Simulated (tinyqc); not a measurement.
Trap density from the barrier height.

Inverse problem. In a partly depleted grain with all boundary traps filled, 2 N W = Qt and VB = q N W^2/(2 eps0 eps_r). Find Qt, W and the doping at which VB would equal Vt.

Parameters, values chosen for the exercise: temperature T = 350 K; relative permittivity eps_r = 11.7.

Constants: q = 1.602176634e-19 C, kB = 1.380649e-23 J/K, Vt = kB T/q, eps0 = 8.8541878128e-14 F/cm where lengths are in cm. Results are converted to the units shown.

doping = 2.2e17 cm^-3
barrier height = 0.19771775 V

Solution. Eliminating W gives VB = q Qt^2/(8 eps0 eps_r N), which falls as 1/N.

Qt = 1.50e12 cm^-2
W = 34.1 nm
doping for VB = Vt = 1.44e18 cm^-3

tinyqc, about 0.01 s, one thread, Intel Xeon 2.30GHz (shared host): `OMP_NUM_THREADS=1 python tinyqc.py 2830151 2830152 out.jsonl`
